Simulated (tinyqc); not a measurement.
Worked calculation: Hubbard chain of 3 sites. One step of it, computed by the program tinyqc.

Problem. The many-body Hamiltonian. Basis: all placements (u, d, 2, 0 on each site), up operators ordered before down ones; hops carry the sign of the same-spin electrons passed.

one-body matrix (hopping and site energies) (eV):
```
           1          2          3
1  -0.590000  -1.530000   0.000000
2  -1.530000  -0.090000  -1.530000
3   0.000000  -1.530000  -0.660000
```

U = 3.600000 eV

electrons, up and down: 2  1

Give: H.

Solution.

H (eV):
```
         2u0      u20      uud      20u      udu      u02      duu      02u
2u0   2.3300  -1.5300   0.0000  -1.5300   0.0000   0.0000   0.0000   0.0000
u20  -1.5300   2.8300  -1.5300   0.0000  -1.5300   0.0000   0.0000   0.0000
uud   0.0000  -1.5300  -1.3400   0.0000   0.0000  -1.5300   0.0000   0.0000
20u  -1.5300   0.0000   0.0000   1.7600  -1.5300   0.0000  -1.5300   0.0000
udu   0.0000  -1.5300   0.0000  -1.5300  -1.3400  -1.5300   0.0000  -1.5300
u02   0.0000   0.0000  -1.5300   0.0000  -1.5300   1.6900   0.0000   0.0000
duu   0.0000   0.0000   0.0000  -1.5300   0.0000   0.0000  -1.3400  -1.5300
02u   0.0000   0.0000   0.0000   0.0000  -1.5300   0.0000  -1.5300   2.7600
0u2   0.0000   0.0000   0.0000   0.0000   0.0000  -1.5300   0.0000  -1.5300

         0u2
2u0   0.0000
u20   0.0000
uud   0.0000
20u   0.0000
udu   0.0000
u02  -1.5300
duu   0.0000
02u  -1.5300
0u2   2.1900
```
